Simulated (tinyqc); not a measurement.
# Worked calculation: on-chip interconnect, size-dependent resistivity and RC delay

Numbers from tinyqc (`OMP_NUM_THREADS=1 python tinyqc.py 2100005 2100006 out.jsonl`; about 0.01 s on one thread of a shared Intel Xeon 2.30GHz). Printed values are rounded.

A rectangular line between two neighbours and two ground planes. Surface and grain-boundary scattering are added to the bulk resistivity as corrections; capacitances are parallel-plate values without fringing; inductance is ignored.

Inputs (values chosen for the exercise); metal values close to those of copper:
- rho0 = 1.69 uohm cm (bulk resistivity)
- lam = 40.8 nm (bulk mean free path)
- ps = 0 (specular share of surface scattering)
- Rg = 0.31 (reflection coefficient of grain boundaries)
- gr = 1 (grain size over the metal width)
- wd = 18 nm (drawn line width)
- AR = 1.6 (aspect ratio, height over width)
- tl = 2 nm (liner on both walls and the bottom, not conducting)
- sp = 22 nm (space to the neighbouring lines)
- hd = 39 nm (dielectric height to the planes above and below)
- ek = 3 (relative permittivity of the dielectric)
- Mf = 2 (Miller factor of the neighbours)
- Lw = 80 um (line length)
- Rd = 350 ohm (driver resistance)
- Cl = 0.9 fF (load capacitance)
- dt = 33 ps (time step)

Constants: eps0 = 8.8541878128e-12 F/m. Results are converted to the units shown.

Range of the model: The metal width is under the mean free path, where the thick-limit surface term and the simple sum of corrections lose accuracy.

## Resistivity, resistance and capacitance per length

Metal width x = wd - 2 tl, height y = AR wd - tl; grain boundaries (Mayadas-Shatzkes): al = (lam/(gr x)) Rg/(1 - Rg), g = 1/[1 - 3 al/2 + 3 al^2 - 3 al^3 ln(1 + 1/al)] - 1; surfaces (Fuchs-Sondheimer, thick limit): s = (3/8) lam (1 - ps)(1/x + 1/y); rho = rho0 (1 + g + s); r = rho/(x y); c = eps0 ek (2 wd/hd + 2 Mf AR wd/sp).

x = 14 nm
y = 26.8 nm
al = 1.309317
g = 1.793855
s = 1.663753
rho = 7.533357 uohm cm
r = 200.7824 ohm/um
c = 0.1636105 fF/um

rho is 4.46 times the bulk value; grain boundaries add more (1.79 against 1.66). The liner takes 27.6 % of the cross-section.

## Ladder and Elmore delays

4 equal pi sections: series Rs = r Lw/4; node capacitances c Lw/4, halved at nodes 0 and 4, with Cl added to node 4; Rd feeds node 0. Elmore delay of node k: the sum, over the resistors on the path to k, of resistance times all capacitance downstream of it.

Rs = 4015.649 ohm

| node | C (fF) | Elmore delay (ps) |
|---|---|---|
| 0 | 1.636105 | 4.896095 |
| 1 | 3.272211 | 54.50035 |
| 2 | 3.272211 | 90.96455 |
| 3 | 3.272211 | 114.2887 |
| 4 | 2.536105 | 124.4728 |

The far-end value equals Rd (c Lw + Cl) + r Lw (c Lw/2 + Cl) for any number of pi sections; the line resistance contributes 96.1 % of it.

## Step 1: node voltages after a time step

v at t = 0, node 0 to 4 (V): [0, 0, 0, 0, 0]

A 1 V step is applied behind Rd at t = 0. C dv/dt = -G v + b, with G the conductance matrix of the ladder (1/Rs between neighbours, 1/Rd added at node 0) and b = (1 V/Rd, 0, ...). Backward Euler step: (C/dt + G) v(new) = (C/dt) v + b.

v at t = 1 dt, node 0 to 4 (V): [0.9459846, 0.5145881, 0.2880921, 0.1763095, 0.1347305]

## Step 2: node voltages after a time step

As before.

v at t = 2 dt, node 0 to 4 (V): [0.9751507, 0.6958548, 0.4887361, 0.3615106, 0.3080290]

## Course in time

A 1 V step is applied behind Rd at t = 0. C dv/dt = -G v + b, with G the conductance matrix of the ladder (1/Rs between neighbours, 1/Rd added at node 0) and b = (1 V/Rd, 0, ...). Backward Euler step: (C/dt + G) v(new) = (C/dt) v + b. The last column solves the same ladder exactly by its modes.

Voltages (V):

| t (ps) | node 0 | node 2 | node 4 | node 4, exact |
|---|---|---|---|---|
| 33.00 | 0.9460 | 0.2881 | 0.1347 | 0.1176 |
| 66.00 | 0.9752 | 0.4887 | 0.3080 | 0.3442 |
| 99.00 | 0.9826 | 0.6226 | 0.4651 | 0.5236 |
| 132.0 | 0.9872 | 0.7173 | 0.5921 | 0.6547 |
| 165.0 | 0.9904 | 0.7870 | 0.6905 | 0.7498 |
| 198.0 | 0.9928 | 0.8391 | 0.7656 | 0.8187 |
| 231.0 | 0.9945 | 0.8783 | 0.8227 | 0.8686 |
| 264.0 | 0.9959 | 0.9080 | 0.8659 | 0.9048 |
| 297.0 | 0.9969 | 0.9304 | 0.8985 | 0.9310 |
| 330.0 | 0.9976 | 0.9474 | 0.9233 | 0.9500 |
| 363.0 | 0.9982 | 0.9602 | 0.9419 | 0.9638 |
| 396.0 | 0.9986 | 0.9699 | 0.9561 | 0.9738 |

The far end of the ladder reaches 0.5 V at 94.04 ps, 0.755 of its Elmore delay (ln 2 = 0.693 for a single pole); the slowest mode has a time constant of 102.4 ps. The largest error of the backward Euler steps at that node is 63 mV.
